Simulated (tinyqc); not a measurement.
Worked calculation: tight binding, kagome lattice. One step of it, computed by the program tinyqc.

Problem. Levels at k. Diagonalise the Hermitian matrix.

H(k) at k (eV):
```
,A,B,C
A,0.000000,-0.106962-0.886090i,0.229243+0.423343i
B,-0.106962+0.886090i,0.000000,-1.195370-1.093715i
C,0.229243-0.423343i,-1.195370+1.093715i,-0.440000
```

Give: eigenvalues; weights |c|^2 of the basis functions.

Solution.

eigenvalues (eV): -2.0159  -0.2596  1.8355

weights |c|^2 of the basis functions:
```
,band 1,band 2,band 3
A,0.0816,0.7261,0.1923
B,0.4354,0.0757,0.4889
C,0.4830,0.1982,0.3188
```
